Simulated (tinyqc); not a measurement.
Keating valence-force model of a tetrahedral crystal. Changing the bond bending beta_A. Computed by tinyqc, a small Python program. Command: `OMP_NUM_THREADS=1 python tinyqc.py 3015058 3015059 out.jsonl keating sweep`. One thread of a shared host (Intel(R) Xeon(R) Processor @ 2.30GHz), about 0.03 s of CPU time with the checks.

Atom A sits at 0 and atom B at a/4 (1,1,1) of an fcc lattice; the four bonds from A are t = a/4 (1,1,1), a/4 (1,-1,-1), a/4 (-1,1,-1), a/4 (-1,-1,1), of length d = sqrt(3) a/4. Energy: E = (3 alpha/(8 d^2)) sum over bonds (r.r - d^2)^2 + (3 beta/(8 d^2)) sum over pairs of bonds at one atom (r_i.r_j + d^2/3)^2, with beta_A for the six pairs at A and beta_B for the six at B. The cell holds two atoms, Omega = a^3/4. 1 N/m = 1 J/m^2.

Inputs (values chosen for the exercise, for a model crystal):

| quantity | value | unit |
|---|---|---|
| lattice constant a | 4.838 | angstrom |
| mass M_A | 41.1 | u |
| mass M_B | 128 | u |
| bond stretching alpha | 96.7 | N/m |
| bond bending beta_B | 12.6 | N/m |

Structure: zinc blende.

Constants: nu for 1 eV/(angstrom^2 u) = 15.6333042 THz; 1 eV/angstrom^2 = 16.02176634 J/m^2; 1 THz = 33.35640952 1/cm.

Method:
- beta = (beta_A + beta_B)/2; C11 = (alpha + 3 beta)/a, C12 = (alpha - beta)/a, C44 = 4 alpha beta/(a (alpha + beta)); with the two sublattices clamped C44(0) = (alpha + beta)/a; internal-strain parameter zeta = (alpha - beta)/(alpha + beta); B = (C11 + 2 C12)/3.
- beta = (beta_A + beta_B)/2; mu = M_A M_B/(M_A + M_B); lambda = 4 (alpha + beta)/mu with the springs in eV/angstrom^2; nu = 15.6333042 THz x sqrt(lambda).
- With displacements u exp(i q.r), each bracket changes by g.u, where g = (g_A, g_B): bond t, g = (-2 t, 2 t exp(i q.t)); pair (i, j) at A, g = (-(t_i + t_j), t_i exp(i q.t_j) + t_j exp(i q.t_i)); pair at B, g = (-t_i exp(-i q.t_j) - t_j exp(-i q.t_i), t_i + t_j). Then D_mn = sum over the 4 bonds and 12 pairs of (4 k/a^2) conj(g_m) g_n / sqrt(M_m M_n), with k = alpha or beta converted to eV/angstrom^2. Only the short-range forces enter; the Coulomb field of the charges is left out.
- An eigenvalue lambda of D in eV/(angstrom^2 u) gives nu = 15.6333042 THz x sqrt(lambda).
- Take the lowest frequency at X = (1, 0, 0) 2 pi/a, the transverse acoustic (TA) mode.

One run for each value:

| bond bending beta_A (N/m) | C44 (GPa) | internal-strain parameter zeta | TA frequency at X (THz) | C11 (GPa) | C12 (GPa) | nu_TO at G (THz) |
|---|---|---|---|---|---|---|
| 2.9 | 59.32 | 0.85160 | 3.3076 | 247.93 | 183.86 | 14.313 |
| 4.7 | 65.65 | 0.83579 | 3.4896 | 253.51 | 182.00 | 14.374 |
| 7.7 | 75.95 | 0.81001 | 3.7714 | 262.82 | 178.90 | 14.476 |
| 12.0 | 90.22 | 0.77431 | 4.1377 | 276.15 | 174.45 | 14.621 |
| 20.0 | 115.33 | 0.71150 | 4.7324 | 300.95 | 166.18 | 14.887 |
| 33.0 | 152.54 | 0.61841 | 5.5347 | 341.26 | 152.75 | 15.309 |
| 54.0 | 204.80 | 0.48769 | 6.5578 | 406.37 | 131.05 | 15.968 |
| 87.0 | 271.78 | 0.32014 | 7.7430 | 508.68 | 96.94 | 16.951 |

Describe and explain the trends.

Over the rows, C44 (GPa) rises from 59.3 to 272 (exponent d ln y / d ln x 0.21 between the first rows and 0.59 between the last); internal-strain parameter zeta falls from 0.852 to 0.320 (exponent d ln y / d ln x -0.039 between the first rows and -0.88 between the last); TA frequency at X (THz) rises from 3.31 to 7.74 (exponent d ln y / d ln x 0.11 between the first rows and 0.35 between the last). The clamped-to-relaxed loss zeta^2 shrinks from 73 % to 10 %. Without bond bending C44, C11 - C12 and the TA frequency at X would all vanish: the tetrahedral net is held against shear by its angles.

Extremes, crossings and ranges named in words are read from the listed rows.
